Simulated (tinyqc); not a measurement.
Inputs raised by 2 %, one at a time: inversion-layer mobility, back-scattering and ballistic limit of a field-effect transistor. Computed by tinyqc, a small Python program. Command: `OMP_NUM_THREADS=1 python tinyqc.py 3021020 3021021 out.jsonl mos sens`. One thread of a shared host (Intel(R) Xeon(R) Processor @ 2.30GHz), about 0.03 s of CPU time with the checks.

The charge at the top of the source barrier is fixed by the gate; series resistance and short-channel effects are left out. F_j are Fermi integrals normalised to exp(eta) in the classical limit.

Inputs (values chosen for the exercise, modelled on a silicon p-channel):
```
quantity                                       value        unit
transport mass m                                0.31         m_0
valley degeneracy g_v                              1           -
weight w of the inversion charge               0.333           -
permittivity eps                                11.7           -
phonon mobility at 1 MV/cm and 300 K, mu_ph       98  cm^2/(V s)
roughness mobility at 1 MV/cm, mu_sr             150  cm^2/(V s)
Coulomb mobility at N_inv = 1e12/cm^2, mu_C      330  cm^2/(V s)
electrical oxide thickness t_inv                 4.7          nm
depletion charge N_dep                       3.1e+12      1/cm^2
gate overdrive V_G - V_T                         0.7           V
drain voltage V_D                               0.67           V
channel length L                                 380          nm
exponent a of the critical length               0.62           -
temperature T                                     77           K
```

Statistics at the top of the barrier: Fermi-Dirac.

Constants: eps_0 = 8.8541878128e-12 F/m; e = 1.602176634e-19 C; m_0 = 9.1093837015e-31 kg; k_B = 1.380649e-23 J/K; hbar = 1.054571817e-34 J s; k_B = 8.617333262e-05 eV/K.

Method:
- N_inv = 3.9 eps_0 (V_G - V_T)/(e t_inv); effective field E_eff = e (N_dep + w N_inv)/(eps eps_0).
- mu_phonon = mu_ph (E_eff/1 MV/cm)^(-0.3) (T/300 K)^(-1.75); mu_rough = mu_sr (E_eff/1 MV/cm)^(-2); mu_Coulomb = mu_C (N_inv/1e12 cm^-2) (T/300 K); Matthiessen's rule adds 1/mu.
- F_j(eta) = (1/Gamma(j + 1)) int_0^infinity x^j/(1 + exp(x - eta)) dx, F_0 = ln(1 + exp(eta)). Integrals over x = E/(k_B T) use 160 Gauss-Legendre points in u = sqrt(x) from 0 to sqrt(max(eta, 0) + 32).
- Ballistic channel: N_2D = g_v m k_B T/(pi hbar^2), U = e V_D/(k_B T); eta_F solves N_inv = (N_2D/2)[F_0(eta_F) + F_0(eta_F - U)]; v_T = sqrt(2 k_B T/(pi m)); I/W = e (N_2D/2) v_T [F_1/2(eta_F) - F_1/2(eta_F - U)]; injection velocity v_T F_1/2(eta_F)/F_0(eta_F).
- Mean free path lambda = (2 k_B T/e)(mu/v_T) F_0(eta_0)/F_-1/2(eta_0), with eta_0 from N_inv = N_2D F_0(eta_0); critical length l = L (1 + U)^(-a), an empirical rule; back-scattering r = l/(l + lambda). Then eta solves N_inv = (N_2D/2)[(1 + r) F_0(eta) + (1 - r) F_0(eta - U)] and I/W = e (N_2D/2) v_T (1 - r)[F_1/2(eta) - F_1/2(eta - U)].
- Ballistic ratio: I over the ballistic current. Apparent mobility 1/(1/mu + 1/mu_B), mu_B = mu L/lambda.

Runs; columns: (1) input moved; (2) from; (3) to; (4) effective mobility mu (cm^2/(V s)); (5) ballistic ratio; (6) mean free path lambda (nm); (7) injection velocity (1e7 cm/s):
```
(1)                                                           (2)        (3)    (4)     (5)    (6)    (7)
base run                                                        -          -  137.4  0.1047  6.641  1.029
phonon mobility at 1 MV/cm and 300 K, mu_ph (cm^2/(V s))       98      99.96  137.7  0.1050  6.656  1.029
roughness mobility at 1 MV/cm, mu_sr (cm^2/(V s))             150        153  138.4  0.1055  6.691  1.029
Coulomb mobility at N_inv = 1e12/cm^2, mu_C (cm^2/(V s))      330      336.6  138.8  0.1057  6.708  1.029
electrical oxide thickness t_inv (nm)                         4.7      4.794  136.6  0.1036  6.547  1.020
depletion charge N_dep (1/cm^2)                           3.1e+12  3.162e+12  135.8  0.1036  6.563  1.029
gate overdrive V_G - V_T (V)                                  0.7      0.714  138.2  0.1059  6.735  1.039
channel length L (nm)                                         380      387.6  137.4  0.1029  6.641  1.029
```

Exponents ln(y'/y) / ln(x'/x):
```
input                                        effective mobility mu  ballistic ratio  mean free path lambda  injection velocity
phonon mobility at 1 MV/cm and 300 K, mu_ph                  0.113            0.102                  0.113               0.000
roughness mobility at 1 MV/cm, mu_sr                         0.379            0.343                  0.379               0.000
Coulomb mobility at N_inv = 1e12/cm^2, mu_C                  0.503            0.455                  0.503               0.000
electrical oxide thickness t_inv                            -0.308           -0.578                 -0.720              -0.455
depletion charge N_dep                                      -0.598           -0.542                 -0.598               0.000
gate overdrive V_G - V_T                                     0.295            0.570                  0.710               0.457
channel length L                                             0.000           -0.907                  0.000               0.000
```

Which inputs matter most for each result?

Among the inputs moved here: effective mobility mu answers most in size to depletion charge N_dep (exponent -0.598), next to Coulomb mobility at N_inv = 1e12/cm^2, mu_C (+0.503); its exponent is below 0.0005 for channel length L. ballistic ratio answers most in size to channel length L (exponent -0.907), next to electrical oxide thickness t_inv (-0.578). Mean free path lambda answers most in size to electrical oxide thickness t_inv (exponent -0.720), and about equally to gate overdrive V_G - V_T (+0.710); its exponent is below 0.0005 for channel length L. injection velocity answers most in size to gate overdrive V_G - V_T (exponent +0.457), and about equally to electrical oxide thickness t_inv (-0.455); its exponent is below 0.0005 for phonon mobility at 1 MV/cm and 300 K, mu_ph, roughness mobility at 1 MV/cm, mu_sr, Coulomb mobility at N_inv = 1e12/cm^2, mu_C, depletion charge N_dep, channel length L.

Caution (all rows): in a degenerate gas the layer that can return carriers is set by E_F rather than k_B T, so l is underestimated.
